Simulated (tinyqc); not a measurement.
# CMOS latch-up, two-transistor model: effect of the temperature

A parasitic pnp (emitter at Vdd, base shunted by Rw) and npn (emitter at ground, base shunted by Rs) feed each other: the npn collector current flows out of the pnp base node, the pnp collector current into the npn base node. Forward-active transistors with constant gains: Icn = Isn exp(Vn/Vt), Icp = Isp (exp(Vp/Vt) - 1). A current Ii is injected into the npn base node.

Isn, Isp and Von are given at 300 K; the currents scale as T^3 exp(-1.12 V/Vt), Von falls by 1.5 mV/K, gains and resistances are fixed. Node equations: Vp/Rw + Icp/bp = Icn and Vn/Rs + Icn/bn = Icp + Ii. Loop gain G = gn gp/[(1/Rw + gp/bp)(1/Rs + gn/bn)], gn = Icn/Vt, gp = (Icp + Isp)/Vt; the off state ends where G = 1, and Ii there is the trigger current. On state with both base-emitter voltages at Von: npn base current Ib = (Von/Rs + bp Von/Rw)/(bn bp - 1), holding current Ih = (bn + 1) Ib + Von/Rs, holding voltage Vh = Vsat + Von + R2 (Ib + Von/Rs).

Parameters, values chosen for the exercise; values close to those of bulk CMOS: current gain of the npn bn = 10.9; current gain of the pnp bp = 2.4; saturation current of the npn at the reference temperature Isn = 8e-16 A; saturation current of the pnp at the reference temperature Isp = 8.4e-16 A; substrate resistance shunting the npn Rs = 700 ohm; well resistance shunting the pnp Rw = 2800 ohm; resistance from the pnp collector to the npn base R2 = 330 ohm; base-emitter voltage in the on state Von = 0.71 V; saturation voltage Vsat = 0.1 V; supply voltage Vdd = 2.5 V.

Constants: q = 1.602176634e-19 C, kB = 1.380649e-23 J/K, Vt = kB T/q. Results are converted to the units shown.

Effect of the temperature:
```
T (K),Vn at trigger (V),trigger current (mA),Ih (mA),Vh (V)
233,0.79669,1.1593,2.0341,1.3169
263,0.74490,1.0830,1.9211,1.2493
293,0.69161,1.0045,1.8082,1.1818
323,0.63683,0.92361,1.6953,1.1142
353,0.58052,0.84040,1.5823,1.0466
383,0.52266,0.75466,1.4694,0.97907
413,0.46317,0.66616,1.3565,0.91151
443,0.40198,0.57456,1.2435,0.84395
```

As T goes from 233 to 443 K, the trigger current falls from 1.16 to 0.575 mA, Ih falls from 2.03 to 1.24 mA and Vh falls from 1.32 to 0.844 V. Vh exceeds the supply Vdd = 2.5 V, which then cannot sustain a latched state, in 0 of the 8 rows.

Program tinyqc, `OMP_NUM_THREADS=1 python tinyqc.py 2670065 2670066 out.jsonl`; Intel Xeon 2.30GHz, shared host, one thread, about 0.04 s.
